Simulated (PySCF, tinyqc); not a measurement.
Inside a calculation. Method: coupled-perturbed Hartree-Fock on RHF in the sto-6g basis, for Be, spin multiplicity 1. The lowest restricted solution is unstable here: a spin-polarised one lies 0.0017 hartree lower (PySCF). One step of it, computed by the program tinyqc.

Problem. Coupled step 2. U_ai = -(mu_ai + sum_bj [4 (ai|bj) - (ab|ij) - (aj|bi)] U_bj) / (e_a - e_i); alpha = -4 sum U_ai mu_ai.

U after step 1:
```
,i1,i2
a3,0.000000,0.000000
a4,0.000000,0.000000
a5,0.006152,-3.525259
```

dipole integrals <a|y|i> (bohr):
```
,i1,i2
a3,0.000000,0.000000
a4,0.000000,0.000000
a5,0.142410,1.263733
```

orbital energies (hartree): MO1 -4.541835, MO2 -0.252096, MO3 0.219697, MO4 0.219697, MO5 0.219697

Two-electron integrals over orbitals (pq|rs), unique and non-zero (hartree):
```
p,q,r,s,(pq|rs)
1,1,1,1,2.283826
2,1,1,1,-0.258589
2,1,2,1,0.047031
2,2,1,1,0.580031
2,2,2,1,-0.015149
2,2,2,2,0.405613
3,1,3,1,0.015908
3,2,3,1,0.020487
3,2,3,2,0.086861
3,3,1,1,0.570096
3,3,2,1,-0.008475
3,3,2,2,0.410497
3,3,3,3,0.450117
4,1,4,1,0.015908
4,2,4,1,0.020487
4,2,4,2,0.086861
4,3,4,3,0.024258
4,4,1,1,0.570096
4,4,2,1,-0.008475
4,4,2,2,0.410497
4,4,3,3,0.401601
4,4,4,4,0.450117
5,1,5,1,0.015908
5,2,5,1,0.020487
5,2,5,2,0.086861
5,3,5,3,0.024258
5,4,5,4,0.024258
5,5,1,1,0.570096
5,5,2,1,-0.008475
5,5,2,2,0.410497
5,5,3,3,0.401601
5,5,4,4,0.401601
5,5,5,5,0.450117
```

Give: U after step 2; polarisability.

Solution.

U after step 2:
```
,i1,i2
a3,0.0000,0.0000
a4,0.0000,0.0000
a5,0.0225,-3.7996
```

polarisability = 19.1941 bohr^3
